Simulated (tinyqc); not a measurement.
From J- back to step-edge barrier E_s: epitaxial growth on a vicinal surface: Burton-Cabrera-Frank step flow, step-edge barrier and island nucleation. Computed by tinyqc, a small Python program. Command: `OMP_NUM_THREADS=1 python tinyqc.py 3014967 3014968 out.jsonl stepflow inv`. One thread of a shared host (Intel(R) Xeon(R) Processor @ 2.30GHz), about 0.03 s of CPU time with the checks.

Adatoms land at rate F, hop on a square grid (a simplification for hexagonal faces), desorb, or join steps. Lengths are in units of a and n is the adatom coverage. Steps ascend at x = 0 and descend at x = l.

Inputs (values chosen for the exercise, close to those used for 4H-SiC(0001)):
```
quantity,value,unit
site spacing a,3.08,angstrom
step height h,2.52,angstrom
diffusion barrier E_d,1.86,eV
desorption energy E_a,3.93,eV
adatom formation energy E_f,1.58,eV
attempt frequency nu,1,THz
deposition rate F,0.33,layers/s
miscut angle,0.5,degrees
temperature T,1370,C
```

Constants: k_B = 8.617333262e-05 eV/K.

Method:
- D = nu exp(-E_d/(k_B T)) (a^2/s, nu counted per direction); tau = exp(E_a/(k_B T))/nu; x_s = sqrt(D tau); n_eq = exp(-E_f/(k_B T)); terrace width l = h/(a tan(miscut)); Schwoebel length l_s = exp(E_s/(k_B T)) - 1.
- Temperatures in kelvin are T(C) + 273.15.
- D n'' - n/tau + F = 0 with n(0) = n_eq and -l_s n'(l) = n(l) - n_eq. With u = n - F tau, A = n_eq - F tau, y = l/x_s, s = l_s/x_s: u = A cosh(x/x_s) + B sinh(x/x_s), B = A (1 - cosh y - s sinh y)/(sinh y + s cosh y). Flux into the ascending step J+ = D B/x_s, over the descending one J- = -(D/x_s)(A sinh y + B cosh y); step velocity J+ + J-; growth rate (J+ + J-)/l. For small y: J+ + J- = (F - n_eq/tau) l, J-/J+ = l/(l + 2 l_s).
- The coverage peaks where n' = 0, tanh(x/x_s) = -B/A.

Question. A run gave the result below. Find the step-edge barrier E_s, known to lie between 0.11 and 0.17 eV.

J- = 15.20952 atoms per step site and s

Answer.

Each step takes the trial c = (a f_b - b f_a)/(f_b - f_a), f being the result less the target and a, b, c the logarithms of the listed values; c replaces end b, the old b replaces a if the sign of f changed, and otherwise f_a is halved.

Scan of the range:
```
step-edge barrier E_s (eV),J- (atoms per step site and s)
0.110,15.2722
0.118,15.2519
0.127,15.2277
0.137,15.1990
0.147,15.1683
0.158,15.1321
0.170,15.0896
```

False position (Illinois rule, in the logarithm of the input) inside the bracket:
```
step,end a,end b,trial,J- (atoms per step site and s)
1,0.127000,0.137000,0.133235,15.2100
2,0.137000,0.133235,0.133396,15.2095
3,0.137000,0.133396,0.133404,15.2095
4,0.133396,0.133404,0.133400,15.2095
```

J- falls at every point of a 13-point scan of the range (every second point is shown), so one value fits; it is bracketed by 0.127 and 0.137. Answer: step-edge barrier E_s = 0.1334 eV.
